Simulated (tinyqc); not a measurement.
Screening the field: polar nitride quantum well with polarisation fields.

Envelope functions on cells of 0.25 angstrom over barrier, well, barrier (widths Lb, Lw, Lb), psi = 0 beyond, psi'/m continuous (mean mass between points), c = hbar^2/2m0. With u(z) the integral of e F (F_w in the well, F_b = -F_w Lw/Lb in the barriers, 1 MV/cm = 0.01 V/angstrom), zero at the centre of the well, the electron sees u plus Vc in the barriers and the hole -u plus Vv. The transition is Eg + E_e + E_h; excitons are left out.

Constants: hbar^2/2m0 = 3.80998211 eV angstrom^2; hc = 1239.841984 eV nm.

Inputs chosen for the exercise (near those of a GaN well in AlGaN; shifted at random, so the results belong to these values and not to a real crystal): Lw = 32 angstrom (well width); Lb = 65 angstrom (barrier width); Eg = 3.44 eV (gap of the well); Vc = 0.422 eV (conduction offset); Vv = 0.199 eV (valence offset); me = 0.2 m0 (electron, well); meb = 0.234 m0 (electron, barrier); mh = 1.97 m0 (hole, everywhere).

F_w = -1.4120 MV/cm

Carriers or a semipolar orientation reduce the field; here it is simply scaled in well and barrier.

Results:

| share of the field | F_w (MV/cm) | E (eV) | nm | overlap^2 | separation (angstrom) |
|---|---|---|---|---|---|
| 1.0 | -1.412 | 3.3712 | 367.8 | 0.10 | 19.1 |
| 0.8 | -1.130 | 3.4198 | 362.5 | 0.17 | 17.3 |
| 0.6 | -0.847 | 3.4632 | 358.0 | 0.28 | 15.0 |
| 0.4 | -0.565 | 3.5000 | 354.2 | 0.46 | 12.0 |
| 0.2 | -0.282 | 3.5272 | 351.5 | 0.74 | 7.6 |
| 0.0 | 0.000 | 3.5385 | 350.4 | 0.96 | 0.0 |

What can be read from this table?

Full screening shifts the line by -17.4 nm (+167 meV). The first fifth of the screening gives 49 meV and the last fifth 11 meV; a purely quadratic shift would give a ratio of 9, a linear one 1, and here it is 4.3.

tinyqc: `OMP_NUM_THREADS=1 python tinyqc.py 1251604 1251605 out.jsonl`; about 0.03 s, one thread, shared Intel(R) Xeon(R) Processor @ 2.30GHz.
